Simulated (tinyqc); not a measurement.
Comparisons within one model: free-carrier optics of a doped semiconductor (Drude model with one polar phonon). A value that a table varies takes the place of the one given here.

eps(E) = ei [1 - Ep^2/(E^2 + i E Gam)] + (es - ei) wT^2/(wT^2 - E^2 - i E gT), with Ep^2 = 8 pi c (e^2/(4 pi eps0)) N/(m ei), c = hbar^2/2m0, N in 1/angstrom^3 (1e-24 per 1/cm^3); Gam = hbar/tau, tau = mu m m0/e with m0/e = 5.685630e-12 kg/C and mu in m^2/(V s). Energies in meV.

n + i k = sqrt(eps1 + i eps2) with k >= 0; R = ((n - 1)^2 + k^2)/((n + 1)^2 + k^2) at normal incidence from vacuum; alpha = 2 E k/(hbar c), times 1e8 for 1/cm; loss function Im(-1/eps) = eps2/(eps1^2 + eps2^2).

Constants: hbar^2/2m0 = 3.80998211 eV angstrom^2; e^2/(4 pi eps0) = 14.39964547 eV angstrom; hbar = 6.58211957e-16 eV s; hbar c = 1973.269805 eV angstrom.

Values chosen for the exercise (mass and dielectric values near those of GaP; N and mu are free inputs; interband absorption and the rise of the mass with filling are left out; not measured data):
- m = 0.371 m0 (conductivity mass)
- ei = 9.3 (high-frequency dielectric constant)
- wT = 45.2 meV (TO phonon)
- es = 11.34 (static dielectric constant)
- N = 5e+19 1/cm^3 (carrier density)
- mu = 52 cm^2/(V s) (mobility)
- gT = 0.7 meV (phonon damping)
- E = 345.8 meV (photon energy)

## The coupled modes against doping

L-, L+ solve E^4 - (wL^2 + Ep^2) E^2 + Ep^2 wT^2 = 0, wL = wT sqrt(es/ei); damping left out; energies in meV.

Modes:

| N (1/cm^3) | Ep | L- | L+ | Ep sqrt(ei/es) |
|---|---|---|---|---|
| 2.0e+17 | 8.94 | 8.07 | 50.06 | 8.10 |
| 6.0e+17 | 15.48 | 13.89 | 50.38 | 14.02 |
| 2.0e+18 | 28.27 | 24.68 | 51.78 | 25.60 |
| 4.0e+18 | 39.98 | 32.98 | 54.79 | 36.21 |
| 6.0e+18 | 48.97 | 37.51 | 59.01 | 44.34 |
| 1.0e+19 | 63.22 | 41.33 | 69.13 | 57.25 |
| 2.0e+19 | 89.40 | 43.62 | 92.63 | 80.96 |
| 6.0e+19 | 154.85 | 44.75 | 156.42 | 140.23 |
| 2.0e+20 | 282.71 | 45.07 | 283.52 | 256.02 |

wL = 49.91 meV

At low density L- follows Ep sqrt(ei/es) (8.07 against 8.10), a plasmon screened by the lattice, and L+ starts at wL. At the highest density L- has come within 0.13 meV of wT, since the carriers screen the field that lifts wL, and L+ is within 0.81 meV of Ep. The branches are closest, 21.50 meV, at 6e+18 1/cm^3 of those listed. The mass is held fixed, while in a real band it rises with filling.

## Reflectance across the plasma edge

Spectrum:

| E (meV) | eps1 | eps2 | R | alpha (1/cm) |
|---|---|---|---|---|
| 14.1 | -37.34 | 208.15 | 0.839 | 1.59e+04 |
| 42.4 | -8.37 | 50.74 | 0.699 | 2.35e+04 |
| 70.7 | -13.72 | 18.36 | 0.696 | 3.07e+04 |
| 98.9 | -5.12 | 8.43 | 0.558 | 2.74e+04 |
| 120.2 | -1.33 | 5.14 | 0.382 | 2.22e+04 |
| 141.4 | 1.19 | 3.34 | 0.193 | 1.56e+04 |
| 155.5 | 2.42 | 2.58 | 0.136 | 1.18e+04 |
| 176.7 | 3.82 | 1.81 | 0.132 | 8.09e+03 |
| 212.0 | 5.37 | 1.08 | 0.164 | 5.00e+03 |
| 282.7 | 7.02 | 0.47 | 0.205 | 2.55e+03 |
| 424.1 | 8.26 | 0.14 | 0.234 | 1.07e+03 |
| 706.8 | 8.92 | 0.03 | 0.248 | 376 |

Ep = 141.4 meV and Gam = 60.0 meV. R is 0.839 at the lowest energy and lowest, 0.132, at 176.7 meV of those listed; without damping and phonon it would vanish at Ep sqrt(ei/(ei - 1)) = 149.6 meV. At the highest energy R is 0.248, against 0.256 for ei alone. Between the last two rows alpha goes as E^-2.05, where the Drude limit far above Ep and Gam is E^-2. Inside the metallic range the phonon cuts a dip in R near L-, below wT = 45.2 meV, which the rows may miss.

## Free-carrier absorption and index change in the near infrared

At the wavelengths listed E = hc/lambda (hc = 1239.841984 eV nm). Approximate forms: alpha = ei Ep^2 Gam/(E^2 sqrt(ei) hbar c) and dn = -sqrt(ei) Ep^2/(2 E^2). The phonon term is left out here.

Free carriers:

| lambda (micrometre) | E (meV) | alpha (1/cm) | alpha, approximate | dn | dn, approximate |
|---|---|---|---|---|---|
| 1.31 | 946.4 | 208 | 207 | -0.0341 | -0.0340 |
| 1.55 | 799.9 | 293 | 290 | -0.0477 | -0.0476 |
| 2.00 | 619.9 | 491 | 482 | -0.0796 | -0.0793 |
| 3.00 | 413.3 | 1.13e+03 | 1.08e+03 | -0.180 | -0.178 |
| 5.00 | 248.0 | 3.42e+03 | 3.01e+03 | -0.507 | -0.496 |
| 8.00 | 155.0 | 1.16e+04 | 7.72e+03 | -1.28 | -1.27 |
| 10.60 | 117.0 | 2.24e+04 | 1.35e+04 | -1.59 | -2.23 |

At 1.55 micrometre alpha = 293 1/cm and dn = -0.0477; a phase shift of pi needs a length lambda/(2 |dn|) = 16.2 micrometre, over which the loss is 2.06 dB. The approximate alpha is within 5 % up to 3 micrometre of the wavelengths listed; it needs photon energies well above both Ep and Gam, which lie at 8.8 and 20.7 micrometre. Interband and intervalley absorption are left out.

## What moves the optical constants

At the energy E. Each row changes one parameter from the base and keeps the others.

Results:

| case | Ep (meV) | Gam (meV) | R | alpha (1/cm) |
|---|---|---|---|---|
| base | 141.36 | 60.01 | 0.2226 | 1.65e+03 |
| N = 7.5e+19 1/cm^3 | 173.12 | 60.01 | 0.2043 | 2.60e+03 |
| m = 0.4452 m0 | 129.04 | 50.01 | 0.2281 | 1.14e+03 |
| mu = 31.2 cm^2/(V s) | 141.36 | 100.01 | 0.2246 | 2.60e+03 |
| ei = 9.77 | 137.91 | 60.01 | 0.2336 | 1.60e+03 |
| E = 415 meV | 141.36 | 60.01 | 0.2331 | 1.12e+03 |

The largest shifts from the base row, up to three for each result and ties (the steps differ in size, so this ranks the rows, not the parameters). Ep (meV): N +31.77, m -12.32, ei -3.44; unchanged at the printed digits by mu and E. Gam (meV): mu +40.01, m -10.00; unchanged at the printed digits by N, ei and E. R: N -0.0183, ei +0.0110, E +0.0106. alpha (1/cm): N +953, mu +949, E -526.

Computed by tinyqc, a small Python program: `OMP_NUM_THREADS=1 python tinyqc.py 1651958 1651959 out.jsonl` (the numbers bound the seed that draws the inputs); one thread of a shared host (Intel(R) Xeon(R) Processor @ 2.30GHz), about 0.01 s for the whole set of steps.
